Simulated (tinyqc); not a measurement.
## Mobility, diffusion coefficient and lifetime from two collectors

Inverse problem. For an injected sheet in a field F the peak time tp at distance L obeys u^2 tp^2 + 2 D tp = L^2 with u^2 = v^2 + 4 D/tau, and the pulse area goes as exp(L (v - u)/(2 D)); v = mu F. Find u, D, mu and tau without using the Einstein relation.

Inputs (values chosen for the exercise):
```
symbol,value,unit,meaning
F,19,V/cm,sweep field along the drift
```

distances (um): 200  380
peak times (us): 0.632168780  1.23455298
ratio of the areas, far over near = 0.319247228

Solution. The two peak times give two linear equations for u^2 and D; the area ratio gives v - u, and u^2 - v^2 = 4 D/tau gives tau.

u = 2.99e4 cm/s
D = 34.6 cm^2/s
mu = 1.34e3 cm^2/(V s)
tau = 5.70e-7 s

Program tinyqc, `OMP_NUM_THREADS=1 python tinyqc.py 2310114 2310115 out.jsonl`; Intel Xeon 2.30GHz, shared host, one thread, about 0.01 s.
